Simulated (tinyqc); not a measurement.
Inside a calculation. Model: octagonal on-chip spiral inductor, lumped pi model.

Program tinyqc, `OMP_NUM_THREADS=1 python tinyqc.py 2302167 2302168 out.jsonl`; Intel Xeon 2.30GHz, shared host, one thread, about 0.01 s. Printed values are rounded.

Outer diameter do = di + 2 n wd + 2 (n - 1) sp, mean da = (do + di)/2, fill p = (do - di)/(do + di), length l = 3.314 n da. L = 2.25 mu0 n^2 da/(1 + 3.55 p), mu0 = 4 pi 1e-7 H/m. Rs = rho l/(wd delta (1 - exp(-th/delta))), delta = sqrt(rho/(pi f mu0)). Cs = n wd^2 eps0 eo/hu across the coil. At each end Cox = l wd eps0 eo/(2 ho) leads to the substrate branch Rsi = 2 rs he/(l wd) in parallel with Csi = l wd eps0 11.7/(2 he). With one end grounded Y = 1/(Rs + i w L) + i w Cs + 1/[1/(i w Cox) + 1/(1/Rsi + i w Csi)], w = 2 pi f; Q = -Im Y/Re Y. Eddy currents in neighbouring turns and in the substrate are left out.

Inputs (values chosen for the exercise); values of the order met in silicon radio-frequency processes: number of turns n = 4.5; line width wd = 10 um; space between turns sp = 1.5 um; inner diameter di = 80 um; metal thickness th = 3 um; metal resistivity rho = 3 uohm cm; oxide below the coil ho = 6.9 um; oxide between coil and underpass hu = 0.7 um; relative permittivity of the oxide eo = 3.9; substrate resistivity rs = 10 ohm cm; effective spreading depth in the substrate he = 30 um; frequency f = 1.1 GHz.

Constants: eps0 = 8.8541878128e-12 F/m. Results are converted to the units shown.

## Geometry and model elements

do, l, L, delta, Rs, Cs, Cox, Rsi and Csi as defined.

do = 180.5 um
l = 1942.42 um
L = 3.14720 nH
delta = 2.62836 um
Rs = 3.25739 ohm
Cs = 22.1987 fF
Cox = 48.6046 fF
Rsi = 308.893 ohm
Csi = 33.5371 fF

Rs is 1.68 times the direct-current value in this empirical form, which overstates the skin effect of a flat slab when delta is near th and so stands in for some current crowding.

## Admittance, quality factor and apparent inductance

Series branch 1/(Rs + i w L), substrate branch, total Y, Q = -Im Y/Re Y, apparent inductance Im(1/Y)/w, metal-only value w L/Rs, share of the loss in the substrate Re(substrate branch)/Re Y.

series branch = 6.7336-44.9647i mS
substrate branch = 0.033818+0.330000i mS
Y = 6.7674-44.4813i mS
Q = 6.57289
apparent inductance = 3.17916 nH
w L/Rs = 6.67770
share of the loss in the substrate = 0.499727 %

Q is 98.4 % of the metal-only value.
